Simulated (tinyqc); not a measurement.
Inputs raised by 2 %, one at a time: one anharmonic mode: perturbation theory, self-consistent phonons and exact levels. Computed by tinyqc, a small Python program. Command: `OMP_NUM_THREADS=1 python tinyqc.py 3021143 3021144 out.jsonl scp sens`. One thread of a shared host (Intel(R) Xeon(R) Processor @ 2.30GHz), about 0.07 s of CPU time with the checks.

V(x) = k x^2/2 + b x^4 for one coordinate x of mass M. A constant K > 0 gives hbar Omega = sqrt((hbar^2/u) K/M) with K in eV/angstrom^2 and M in u.

Inputs (values chosen for the exercise, for a model mode):
```
quantity,value,unit
mode mass M,22.9,u
harmonic constant k,0.211,eV/angstrom^2
quartic constant b,1.9,eV/angstrom^4
temperature T,150,K
mixing,0.4,-
```

Shape: single well.

Constants: hbar^2/u = 4.18015928e-03 eV angstrom^2; k_B = 8.617333262e-05 eV/K.

Method:
- Self-consistent phonon, centred at x = 0: K = k + 12 b <x^2>, <x^2> = (hbar Omega/(2K)) coth(hbar Omega/(2 k_B T)).
- Start at K = |k|; K(new) = K + mixing x (K_out - K), but at least K/20; stop when |K_out - K| < 1e-9 |k| or after 90 steps.
- Its free energy is F = k_B T ln[2 sinh(hbar Omega/(2 k_B T))] + (k - K)<x^2>/2 + 3 b <x^2>^2, an upper bound to the exact one.
- Basis: oscillator states n of the constant |k|, with x = s (a + a+), s^2 = hbar Omega/(2|k|); H = hbar Omega (n + 1/2) + (k - |k|) x^2/2 + b x^4, with exact matrix elements of x^2 and x^4.
- Exact values use 120 basis states: F = -k_B T ln sum exp(-E_n/(k_B T)), and <x^2> is the Boltzmann mean.

Runs:
```
input moved,from,to,self-consistent quantum (meV),self-consistent <x^2> (angstrom^2),E_1 - E_0 (meV),exact <x^2> (angstrom^2)
base run,-,-,11.096,0.020327,8.8181,0.022134
mode mass M (u),22.9,23.358,10.984,0.020314,8.7143,0.022124
harmonic constant k (eV/angstrom^2),0.211,0.21522,11.117,0.020255,8.8544,0.022036
quartic constant b (eV/angstrom^4),1.9,1.938,11.142,0.020170,8.8524,0.021970
temperature T (K),150,153,11.137,0.020545,8.8181,0.022388
```

Exponents ln(y'/y) / ln(x'/x):
```
input,self-consistent quantum,self-consistent <x^2>,E_1 - E_0,exact <x^2>
mode mass M,-0.512,-0.034,-0.598,-0.024
harmonic constant k,0.096,-0.181,0.208,-0.226
quartic constant b,0.209,-0.394,0.196,-0.376
temperature T,0.185,0.539,0.000,0.575
```

To which inputs is each result most sensitive?

Among the inputs moved here: self-consistent quantum answers most in size to mode mass M (exponent -0.512), next to quartic constant b (+0.209). Its exponent -0.512 in mode mass M: the harmonic or classical law. Self-consistent <x^2> answers most in size to temperature T (exponent +0.539), next to quartic constant b (-0.394). E_1 - E_0 answers most in size to mode mass M (exponent -0.598), next to harmonic constant k (+0.208); its exponent is below 0.0005 for temperature T. exact <x^2> answers most in size to temperature T (exponent +0.575), next to quartic constant b (-0.376).
